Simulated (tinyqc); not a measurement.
Worked calculation: free-carrier optics of a doped semiconductor (Drude model with one polar phonon). Values are carried at full precision from step to step, so a last printed digit may differ when a step is redone from the rounded ones.

eps(E) = ei [1 - Ep^2/(E^2 + i E Gam)] + (es - ei) wT^2/(wT^2 - E^2 - i E gT), with Ep^2 = 8 pi c (e^2/(4 pi eps0)) N/(m ei), c = hbar^2/2m0, N in 1/angstrom^3 (1e-24 per 1/cm^3); Gam = hbar/tau, tau = mu m m0/e with m0/e = 5.685630e-12 kg/C and mu in m^2/(V s). Energies in meV.

Constants: hbar^2/2m0 = 3.80998211 eV angstrom^2; e^2/(4 pi eps0) = 14.39964547 eV angstrom; hbar = 6.58211957e-16 eV s; hbar c = 1973.269805 eV angstrom.

Inputs chosen for the exercise (mass and dielectric values near those of GaAs; N and mu are free inputs; interband absorption and the rise of the mass with filling are left out; not measured data): N = 4.2e+18 1/cm^3 (carrier density); m = 0.0713 m0 (conductivity mass); mu = 1800 cm^2/(V s) (mobility); ei = 10.95 (high-frequency dielectric constant); wT = 33.5 meV (TO phonon); es = 13.14 (static dielectric constant); gT = 0.8 meV (phonon damping); E = 145.9 meV (photon energy).

## Plasma energy and damping

Evaluate Ep, tau, Gam, the plasma wavelength hc/Ep (hc = 1239.841984 eV nm) and the dc resistivity 1/(e N mu), e = 1.602176634e-19 C.

Ep = 86.13 meV
tau = 72.97 fs
Gam = 9.02 meV
plasma wavelength = 14.40 micrometre
rho = 0.000826 ohm cm

Ep/Gam = 9.55: the plasma edge is sharp.

## Dielectric function at one energy

Insert the numbers.

free-carrier term = -3.8011+0.2350i
eps = 7.0270+0.2357i

## Optical constants

n + i k = sqrt(eps1 + i eps2) with k >= 0; R = ((n - 1)^2 + k^2)/((n + 1)^2 + k^2) at normal incidence from vacuum; alpha = 2 E k/(hbar c), times 1e8 for 1/cm; loss function Im(-1/eps) = eps2/(eps1^2 + eps2^2).

Convert eps at the photon energy E (in meV) into the optical constants.

n = 2.6512
k = 0.0445
R = 0.2046
alpha = 657 1/cm

Light of this energy penetrates 1/alpha = 15.2 micrometre.

## Coupled plasmon-phonon modes

Without damping eps = 0 gives E^4 - (wL^2 + Ep^2) E^2 + Ep^2 wT^2 = 0 with wL = wT sqrt(es/ei) (Lyddane-Sachs-Teller).

wL = 36.70 meV

L-, L+ (meV): 32.92  87.64

L+ lies 1.51 meV above the larger of wL and Ep; L- lies below wT by 0.58 meV.

## Checks

- Integral of E eps2 of the free-carrier term against (pi/2) ei Ep^2 (meV^2): both 1.2758e+05.

Program tinyqc; command `OMP_NUM_THREADS=1 python tinyqc.py 1650680 1650681 out.jsonl`; about 0.01 s on one thread of a shared Intel(R) Xeon(R) Processor @ 2.30GHz.
